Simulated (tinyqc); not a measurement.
## Ferroelectric switching by domains, Kolmogorov-Avrami-Ishibashi kinetics with Merz's law: effect of the Avrami exponent

A film poled to -Ps gets a pulse V of length t. Field E = V/d, characteristic time tau = t0 exp(Ea/E). The switched share is f = 1 - exp(-(t/tau)^m). P = Ps (2 f - 1).

t10, t50 and t90 are the pulse lengths for f = 0.1, 0.5 and 0.9; f is taken at tp.

Parameters, values chosen for the exercise:

| symbol | value | unit | meaning |
|---|---|---|---|
| t0 | 1.3 | ns | time prefactor |
| Ea | 11000 | kV/cm | activation field |
| d | 5 | nm | film thickness |
| V | 0.71 | V | pulse voltage |
| tp | 5000 | ns | pulse length |

The same in every row: tau (ns) = 3007.

Results:

| m | t10 (ns) | t50 (ns) | t90 (ns) | f at tp |
|---|---|---|---|---|
| 0.5 | 33.39 | 1445 | 1.595e4 | 0.7246 |
| 1 | 316.9 | 2085 | 6925 | 0.8103 |
| 1.5 | 670.9 | 2355 | 5244 | 0.8828 |
| 2.5 | 1223 | 2597 | 4198 | 0.9717 |
| 3 | 1420 | 2662 | 3971 | 0.9899 |
| 4 | 1713 | 2744 | 3705 | 0.9995 |

Estimate the missing row, m = 2.

Computed row:

| m | t10 (ns) | t50 (ns) | t90 (ns) | f at tp |
|---|---|---|---|---|
| 2 | 976.2 | 2504 | 4564 | 0.9370 |

With this row back in the table: As m goes from 0.5 to 4, t50 rises from 1440 to 2740 ns and f at tp rises from 0.725 to 1.00; t90/t10 goes from 478 to 2.16.

Numbers from tinyqc (`OMP_NUM_THREADS=1 python tinyqc.py 2860028 2860029 out.jsonl`; about 0.01 s on one thread of a shared Intel Xeon 2.30GHz).
